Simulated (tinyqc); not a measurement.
Carrier lifetime from Shockley-Read-Hall, radiative, Auger and surface recombination: one step, computed by the program tinyqc. Command: `OMP_NUM_THREADS=1 python tinyqc.py 3013913 3013914 out.jsonl lifetime walk`. One thread of a shared host (Intel(R) Xeon(R) Processor @ 2.30GHz), about 0.03 s of CPU time with the checks.

Energies are counted from the top of the valence band. Boltzmann statistics, full ionisation, and equal excess densities of electrons and holes.

Question. Surface lifetime. The slowest diffusion mode has x tan x = S W/(2 D) with 0 < x < pi/2 (bisection), and tau_s = W^2/(4 x^2 D). The common approximation is W/(2 S) + W^2/(pi^2 D).

Inputs (values chosen for the exercise, with bands modelled on germanium): diffusion coefficient D = 19 cm^2/s; surface velocity S = 1400 cm/s; thickness W = 73 micrometre.

Doping: n-type. Surface term: two equal surfaces.

Give: x; tau_s; approximate tau_s.

Answer.

x = 0.49647

tau_s = 2.8448e-06 s

approximate tau_s = 2.8913e-06 s

The approximation is off by 1.6 %. Surface and diffusion both limit.
